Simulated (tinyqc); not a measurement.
Depth of the donor: donor near an oxide interface in a gate field (two-state model).

Interface at z = 0 (hard wall), donor at z = d, field F pulling electrons to the interface: potential e F z; 1 kV/cm = 1e-5 eV/angstrom, c = hbar^2/2m0, q = e^2/(4 pi eps0), Q = (eps - eo)/(eps + eo). Donor state: E_D = e F d - ED - q Q/(4 eps d), the last term joining the images of ion and electron. Interface state: z exp(-b z/2) exp(-rho^2/(2 L^2)) with E_z = c b^2/(4 mz) + 3 e F/b + q Q b/(8 eps), minimised over b; in the plane at z = 3/b the ion (distance D = d - 3/b) and its image (D' = d + 3/b) give E_rho = c/(mt L^2) - (q/eps)(sqrt(pi)/L)[erfcx(D/L) + Q erfcx(D'/L)], erfcx(x) = exp(x^2) erfc(x), minimised over L. E_I = E_z + E_rho.

The two states couple by t = t0 exp(-D/aD) with t0 = q/(eps aD) (2 aD/L) sqrt(aD b/2) v, v a valley factor; this form is an estimate. With detuning u = E_D - E_I the splitting is sqrt(u^2 + 4 t^2) and the lower state has weight (1 - u/sqrt(u^2 + 4 t^2))/2 on the donor.

Constants: hbar^2/2m0 = 3.80998211 eV angstrom^2; e^2/(4 pi eps0) = 14.39964547 eV angstrom.

Values chosen for the exercise (near those of a donor in Si below SiO2, static dielectric constants; the results hold for these values, not for the real material): ED = 46 meV (bulk binding energy); mz = 0.898 m0 (mass across the interface); mt = 0.185 m0 (mass in the plane); eps = 11.2 (dielectric constant of the semiconductor); eo = 3.9 (dielectric constant of the oxide); aD = 16.8 angstrom (donor radius); v = 0.47 (valley factor); dl = (60, 80, 105, 135, 170, 215, 270) angstrom (depths).

Critical field, and the coupling, E_rho and L at that field.

Results:

| d (angstrom) | critical field (kV/cm) | e F d/ED | t (meV) | E_rho (meV) | L (angstrom) |
|---|---|---|---|---|---|
| 60 | 144.3 | 1.883 | 2.8 | -22.60 | 55 |
| 80 | 97.4 | 1.694 | 0.83 | -17.62 | 68 |
| 105 | 68.7 | 1.567 | 0.19 | -13.85 | 82 |
| 135 | 50.4 | 1.478 | 0.031 | -11.05 | 98 |
| 170 | 38.2 | 1.412 | 0.0040 | -8.97 | 116 |
| 215 | 29.0 | 1.357 | 0.00029 | -7.24 | 137 |
| 270 | 22.3 | 1.312 | 1.2e-05 | -5.87 | 161 |

What does the comparison show?

The critical field falls from 144 to 22 kV/cm, with exponent -1.24 in d, while t drops by a factor 2.4e+05, about e for each 17 angstrom at the end (aD = 16.8). One lattice plane (1.36 angstrom) of misplacement changes t by 8 % and the critical field by about 1.6 % at 105 angstrom.

tinyqc: `OMP_NUM_THREADS=1 python tinyqc.py 1282685 1282686 out.jsonl`; about 0.1 s, one thread, shared Intel(R) Xeon(R) Processor @ 2.30GHz.
